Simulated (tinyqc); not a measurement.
Worked calculation: exciton in a hard-walled quantum well (variational). Values are carried at full precision from step to step, so a last printed digit may differ when a step is redone from the rounded ones.

Constants: Ry = 13.60569312 eV; a0 (Bohr radius) = 0.5291772105 angstrom; hbar^2/2m0 = 3.80998211 eV angstrom^2; e^2/(4 pi eps0) = 14.39964547 eV angstrom.

Values chosen for the exercise (near those of CdTe; the results hold for these values, not for the real material):
- me = 0.093 m0 (electron mass)
- mh = 0.308 m0 (hole mass)
- eps = 10.2 (dielectric constant)
- Eg = 1.627 eV (gap)
- L = 49 angstrom (well width)
- lams = (29, 41, 50, 59, 71, 88, 118) angstrom (trial lengths)

## Exciton units

1/mu = 1/me + 1/mh, Ry* = Ry mu/eps^2, a* = a0 eps/mu.

mu = 0.07143 m0
Ry* = 9.341 meV
a* = 75.56 angstrom

## Hydrogen-like series

Binding Ry*/n^2 in three dimensions and Ry*/(n - 1/2)^2 in two; strengths relative to n = 1 go as 1/n^3 and (1/2)^3/(n - 1/2)^3. Lines at Eg less the binding.

Series:
```
n  3D binding (meV)  3D line (eV)  3D strength  2D binding (meV)  2D line (eV)  2D strength
1              9.34        1.6177       1.0000             37.37        1.5896       1.0000
2              2.34        1.6247       0.1250              4.15        1.6228       0.0370
3              1.04        1.6260       0.0370              1.49        1.6255       0.0080
4              0.58        1.6264       0.0156              0.76        1.6262       0.0029
```

## The form factor

Electron and hole in the lowest states cos(pi z/L) of a hard-walled well; relative motion in the plane exp(-rho/lam). E(lam) = c/(mu lam^2) - (q/eps) <1/r>, <1/r> = integral over k from 0 to infinity of F(kL) (1 + (k lam/2)^2)^(-3/2), F(x) = [3x + 8 pi^2/x - 32 pi^4 (1 - exp(-x))/(x^2 (x^2 + 4 pi^2))]/(x^2 + 4 pi^2); c = hbar^2/2m0, q = e^2/(4 pi eps0). E is counted from the subband edge.

F at k = 0.5/a*, 1/a*, 2/a*, 4/a* and 8/a*.

Form factor:
```
k a*     k L       F
0.5   0.3242  0.9363
1.0   0.6485  0.8786
2.0   1.2969  0.7788
4.0   2.5938  0.6264
8.0   5.1877  0.4375
```

## Scan over the trial length

Evaluate the integral numerically for each lam.

Scan:
```
lam (angstrom)  <1/r> (1/angstrom)  kinetic (meV)  Coulomb (meV)  E (meV)
29                         0.04601         63.422        -64.949   -1.528
41                         0.03561         31.730        -50.266  -18.536
50                         0.03051         21.335        -43.068  -21.733
59                         0.02671         15.322        -37.711  -22.388
71                         0.02293         10.581        -32.375  -21.794
88                         0.01912          6.888        -26.996  -20.108
118                        0.01481          3.831        -20.903  -17.072
```

## The minimum

Minimise E over lam.

lam = 59.0 angstrom
binding energy = 22.39 meV
in Ry* = 2.397
lam/a* = 0.781

The strict two-dimensional limit is 4 Ry* with lam = a*/2; L/a* = 0.65 here.

## Checks

- Binding of a very thin well (L = a*/5000) against 4 Ry*, meV: both 37.4.
- F(3) from a double integral on a grid against the closed form: both 0.5885.

Program tinyqc; command `OMP_NUM_THREADS=1 python tinyqc.py 1281459 1281460 out.jsonl`; about 0.04 s on one thread of a shared Intel(R) Xeon(R) Processor @ 2.30GHz.
